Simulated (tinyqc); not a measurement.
Inter-valley coupling by envelope functions against a chain of atomic planes, step by step. Values are carried at full precision from step to step, so a last printed digit may differ when a step is redone from the rounded ones.

Chain: E(phi) = e0 + 2 v cos(phi) + 2 u cos(2 phi), cos(phi0) = -v/(4u), e0 = 2u + v^2/(4u); plane j = 0, 1, ... has the potential V_j = dE x_j + F (j - 30) a/4 (1 MV/m = 1e-4 V/angstrom). There are 30 barrier planes a side; with y = j - 29.5, x_j = xb (f(y) + f(Nw - y)), f(y) = 1/(1 + exp(y/L)), plus any Ge added in the well. The valley splitting is the spacing of the two lowest levels. Envelope theory: F_j solves a one-valley chain with hopping -b and diagonal 2b + V_j, b = 4u sin^2(phi0), sum F_j^2 = 1; the valleys couple by Dv = sum_j F_j^2 V_j exp(-2 i phi0 j) and split by 2|Dv|.

Constants: hbar^2/2m0 = 3.80998211 eV angstrom^2.

Inputs chosen for the exercise (near those of the Delta valleys of silicon in a SiGe well; not measured data): a = 5.431 angstrom (lattice constant; planes lie a/4 apart); u = 0.583 eV (second-neighbour hopping); v = 0.693 eV (nearest hopping); Nw = 55 (planes in the well); L = 1.5 planes (interface width); xb = 0.25 (Ge fraction of the barriers); dE = 0.62 eV (offset per unit Ge fraction); F = 8 MV/m (field); js = 51 (plane j of a Ge spike (the well starts at j = 30)); xs = 0.06 (Ge fraction added on that plane).

## Valley phase, mass and the wavelengths that couple the valleys

phi0; b = 4u sin^2(phi0); mass m/m0 = c/(b (a/4)^2), c = hbar^2/2m0. A potential couples the valleys if its phase advances by 2 phi0 a plane, or, since only whole planes count, by 2 pi - 2 phi0: periods pi/phi0 and pi/(pi - phi0) planes.

phi0 = 1.87252 rad
b = 2.12606 eV
mass = 0.9721 m0

periods (planes): pi/phi0 1.6777, pi/(pi - phi0) 2.4755

longer period = 3.3611 angstrom

## The smooth well

Lowest doublet of the chain and the envelope result.

level (meV): chain 28.462, envelope 28.501

splitting (micro-eV): chain 0.158, envelope 0.157

planes covered, 1/sum F^4 = 30.49
largest F_j^2 = 0.04615

The levels agree within 0.04 meV. A graded interface has little Fourier weight at 2 phi0, so the splitting is a small remainder of cancelling terms; the envelope value is 1.00 times that of the chain.

## One plane of added Ge, to first order

F_j^2 of the smooth well on that plane = 0.03366

F_j is the envelope on plane j (sum F_j^2 = 1) and Dv the coupling of the two valleys, which split by 2|Dv|. A single plane has Fourier weight at all wavelengths: it adds dE xs F_j^2 to |Dv|, so the splitting is about 2 dE xs F_j^2 if this term rules, and the mean of the doublet rises by dE xs F_j^2.

splitting = 2504 micro-eV
rise of the mean level = 1.252 meV

The chain with the spike gives 2250 micro-eV and a rise of 1.125 meV; the envelope solved with the spike gives 2239. First order is +11 % off: the state draws back from the spike, which the envelope solved anew includes.

## Checks

- Splitting with a weak spike (0.02) on plane j = 48 from the envelope against the chain (micro-eV): 980 against 984.

(tinyqc, `OMP_NUM_THREADS=1 python tinyqc.py 1480634 1480635 out.jsonl`, Intel(R) Xeon(R) Processor @ 2.30GHz, 1 thread, shared host, about 0.05 s.)
